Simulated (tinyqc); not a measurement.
## Input admittance of a MOSFET at zero drain bias: distributed channel and distributed gate: dividing a fixed width into fingers

Source and drain grounded, strong inversion, w = 2 pi f, Cox = eps0 eox/tox. The channel is an RC line of resistance 1/(mu Cox Vo) per square fed from both ends, so one finger has the intrinsic admittance y = i w Cox L tanh(g)/g per width, g = (1/2) sqrt(i w tau), tau = L^2/(mu Vo). The vertical resistance rv/L is in series with y, the overlaps 2 i w Cov in parallel: y_t = 1/(1/y + rv/L) + 2 i w Cov. The gate strip is a line of Rsh/L per length loaded by y_t, so a finger has Y = y_t Wf tanh(k)/k, k = (Wf/sd) sqrt(y_t Rsh/L); the device has Nf Y.

Low-frequency limits, with c = Cox L and ct = c + 2 Cov: R_strip = Rsh Wf/(3 sd^2 L Nf), R_ch = (c/ct)^2 L/(12 mu Cox Vo Wf Nf), R_vert = (c/ct)^2 rv/(L Wf Nf), C = ct Wf Nf. Total width Wf Nf = 29 um; each finger also has a contact resistance Rc at each contacted end, which adds Rc/(sd Nf). The resistances are low-frequency limits, good while |k| is below about 1; the far-point signal is |1/cosh k| at f, without Rc.

Values chosen for this exercise; values of the order met in silicon radio-frequency transistors:
- eox = 3.9 (relative permittivity of the gate insulator (close to silicon dioxide))
- tox = 2 nm (insulator thickness)
- L = 0.43 um (channel length)
- mu = 120 cm^2/(V s) (channel mobility)
- Vo = 0.78 V (gate overdrive)
- Rsh = 40 ohm/square (sheet resistance of the gate)
- rv = 0 ohm um^2 (vertical resistivity of the gate stack)
- sd = 2 (number of ends at which a finger is contacted)
- Cov = 0.17 fF/um (overlap and fringe capacitance on each side)
- f = 12 GHz (frequency)

Constants: eps0 = 8.8541878128e-14 F/cm where lengths are in cm. Results are converted to the units shown.

The same in every row: R_ch + R_vert (ohm) = 6.991.

Result of one run:
```
Wf (um),R_strip (ohm),Rc/(sd Nf) for Rc = 30 ohm (ohm),sum (ohm),signal at the far point
0.9062,0.2195,0.4688,7.679,0.9993
```

Which number of fingers Nf gave this result: 2, 8, 16, 32 or 128?

Nf = 32.

The whole series:
```
Nf,Wf (um),R_strip (ohm),Rc/(sd Nf) for Rc = 30 ohm (ohm),sum (ohm),signal at the far point
1,29.00,224.8,15.00,246.8,0.1618
2,14.50,56.20,7.500,70.69,0.5970
4,7.250,14.05,3.750,24.79,0.9248
8,3.625,3.513,1.875,12.38,0.9872
16,1.812,0.8781,0.9375,8.807,0.9972
32,0.9062,0.2195,0.4688,7.679,0.9993
64,0.4531,0.05488,0.2344,7.280,0.9998
128,0.2266,0.01372,0.1172,7.122,1.000
```

R_strip falls as 1/Nf^2, from 225 to 0.0137 ohm, the contact term as 1/Nf, and R_ch + R_vert stays at 6.99 ohm since the total width is fixed. The sum is within a factor 1.5 of that floor from Nf = 16 on. More fingers add wiring capacitance, which is left out.

Program tinyqc, `OMP_NUM_THREADS=1 python tinyqc.py 2262169 2262170 out.jsonl`; Intel Xeon 2.30GHz, shared host, one thread, about 0.01 s.
